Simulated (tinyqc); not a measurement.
# p-n diode, drift-diffusion by the Gummel loop with Scharfetter-Gummel fluxes: current against voltage in the dark

Abrupt junction at x = 0, p side from -Lp, n side to Ln, ohmic contacts. psi is counted from the intrinsic level; n = ni exp((psi - phin)/Vt), p = ni exp((phip - psi)/Vt). Contacts: p side psi = V - Vt ln(Na/ni), p = Na, n = ni^2/Na; n side psi = Vt ln(Nd/ni), n = Nd, p = ni^2/Nd. Constant mobilities, D = mu Vt, Boltzmann statistics, SRH recombination through a mid-gap level, U = (n p - ni^2)/(tp (n + ni) + tn (p + ni)). Current is positive from the p contact to the n contact.

ni = sqrt(Nc Nv) exp(-Eg/(2 Vt)), Eg in volts. Poisson and both continuity equations are solved self-consistently with Scharfetter-Gummel fluxes on a graded mesh of 500 nodes. J_scr is q times the integral of U between -xp and xn. Ideal diffusion current J_id = q ni^2 [Dn coth(wp/Le)/(Le Na) + Dp coth(wn/Lh)/(Lh Nd)] (exp(V/Vt) - 1), Le = sqrt(Dn tn), Lh = sqrt(Dp tp), wp = Lp - xp, wn = Ln - xn, with xp and xn from the depletion approximation (W = sqrt(2 eps0 eps_r (Vbi - V)(1/Na + 1/Nd)/q), xp = W Nd/(Na + Nd), xn = W Na/(Na + Nd), Vbi = Vt ln(Na Nd/ni^2)). Ideality factor = 0.004 V/(Vt ln[J(V + 0.004 V)/J(V)]). Here G = 0.

Inputs (values chosen for the exercise); band and dielectric values close to those of germanium:
```
symbol    value        unit                                 meaning
T           300           K                             temperature
Eg        0.659          eV                                band gap
eps_r      16.1                               relative permittivity
Nc      1.04e19       cm^-3  conduction-band density of states at T
Nv      6.06e18       cm^-3     valence-band density of states at T
Na       7.2e15       cm^-3          acceptor density of the p side
Nd         5e16       cm^-3             donor density of the n side
mun        3200  cm^2/(V s)                       electron mobility
mup        1300  cm^2/(V s)                           hole mobility
tn        5e-10           s               SRH lifetime of electrons
tp         3e-9           s                   SRH lifetime of holes
Lp          2.1          um                    length of the p side
Ln          5.5          um                    length of the n side
G             0  cm^-3 s^-1                 uniform generation rate
```

Constants: q = 1.602176634e-19 C, kB = 1.380649e-23 J/K, Vt = kB T/q, eps0 = 8.8541878128e-14 F/cm where lengths are in cm. Results are converted to the units shown.

Result of one run:

| J (A/cm^2) | ideality factor | J_scr/J (%) | J_id (A/cm^2) | share recombining at the contacts (%) | larger minority/doping at -xp and xn |
|---|---|---|---|---|---|
| 42.5 | 1.17 | 3.40 | 49.2 | 69.0 | 0.0800 |

Which bias of the p contact V gave this result: 0.12, 0.13, 0.16 or 0.23 V?

V = 0.23 V.

The whole series:

| V (V) | J (A/cm^2) | ideality factor | J_scr/J (%) | J_id (A/cm^2) | share recombining at the contacts (%) | larger minority/doping at -xp and xn |
|---|---|---|---|---|---|---|
| 0.12 | 0.836 | 1.07 | 17.5 | 0.704 | 55.9 | 0.00150 |
| 0.13 | 1.20 | 1.06 | 15.5 | 1.04 | 57.1 | 0.00219 |
| 0.15 | 2.49 | 1.06 | 12.1 | 2.25 | 59.4 | 0.00465 |
| 0.16 | 3.58 | 1.06 | 10.6 | 3.31 | 60.5 | 0.00675 |
| 0.17 | 5.15 | 1.07 | 9.21 | 4.87 | 61.5 | 0.00977 |
| 0.19 | 10.6 | 1.08 | 6.81 | 10.5 | 63.6 | 0.0203 |
| 0.2 | 15.1 | 1.10 | 5.79 | 15.5 | 64.8 | 0.0289 |
| 0.21 | 21.5 | 1.11 | 4.88 | 22.8 | 66.0 | 0.0410 |
| 0.23 | 42.5 | 1.17 | 3.40 | 49.2 | 69.0 | 0.0800 |

J rises from 0.836 to 42.5 A/cm^2; the ideality factor goes from 1.07 through a minimum of 1.06 (at V = 0.15 V among the rows listed) to 1.17. Recombination in the depleted layer stays under half of the current. Where the factor is lowest (V = 0.15 V), J is 10 % above the ideal diffusion current.

Program tinyqc, `OMP_NUM_THREADS=1 python tinyqc.py 2240022 2240023 out.jsonl`; Intel Xeon 2.30GHz, shared host, one thread, about 0.2 s.
